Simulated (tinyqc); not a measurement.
Changing the time t: Deal-Grove kinetics of thermal oxidation of silicon. Computed by tinyqc, a small Python program. Command: `OMP_NUM_THREADS=1 python tinyqc.py 3007464 3007465 out.jsonl oxide sweep`. One thread of a shared host (Intel(R) Xeon(R) Processor @ 2.30GHz), about 0.2 s of CPU time with the checks.

Oxidant diffuses through the oxide and reacts at the interface, so that dx/dt = B/(A + 2x) for the oxide thickness x.

Inputs (values chosen for the exercise, close to those used for silicon):
```
quantity,value,unit
prefactor B0,877,um^2/h
activation energy E_B,1.23,eV
prefactor (B/A)0,3.85e+06,um/h
activation energy E_A,2.01,eV
temperature T,950,C
oxidant pressure p,1,atm
pressure exponent m of B/A,0.74,-
initial oxide x_i,0.01,um
```

Ambient: dry oxygen. Surface: (100).

Constants: k_B = 8.617333262e-05 eV/K.

Method:
- B = B0 p exp(-E_B/(k_B T)), B/A = (B/A)0 p^m exp(-E_A/(k_B T)), p in atm; A = B/(B/A).
- Temperatures in kelvin are T(C) + 273.15.
- tau = (x_i^2 + A x_i)/B and x = (A/2) [sqrt(1 + 4 B (t + tau)/A^2) - 1], the root of x^2 + A x = B (t + tau).
- Silicon consumed is 0.44 times the oxide grown; the rate is B/(A + 2x).

One run for each value:
```
time t (h),oxide thickness x (um),final growth rate (um/h),silicon consumed (um)
0.03,0.01057,0.019039,2.5168e-04
0.074,0.01141,0.018958,6.1949e-04
0.45,0.01841,0.018310,3.7014e-03
1.1,0.02999,0.017330,8.7941e-03
2.7,0.05613,0.015462,2.0299e-02
6.6,0.11037,0.012636,4.4163e-02
16,0.21181,0.009417,8.8795e-02
40,0.39546,0.006444,1.6960e-01
```

Give the missing row, time t (h) = 0.18.

Computed row:
```
time t (h)  oxide thickness x (um)  final growth rate (um/h)  silicon consumed (um)
0.18                       0.01341                  0.018769             1.4993e-03
```

Interpolating between the two neighbouring rows (the first column on a logarithmic scale, the others too where they are positive) misses most in oxide thickness x (um), by 7.7 %. Over the rows, oxide thickness x (um) rises from 0.0106 to 0.395 (exponent d ln y / d ln x 0.084 between the first rows and 0.68 between the last); final growth rate (um/h) falls from 0.0190 to 0.00644 (exponent d ln y / d ln x -0.0047 between the first rows and -0.41 between the last); silicon consumed (um) rises from 2.52e-4 to 0.170 (exponent d ln y / d ln x 1.00 between the first rows and 0.71 between the last). At the low end the exponent of final growth rate is 0.00, close to 0: linear growth has a constant rate. The rate B/(A + 2x) falls as the film lengthens the diffusion path.
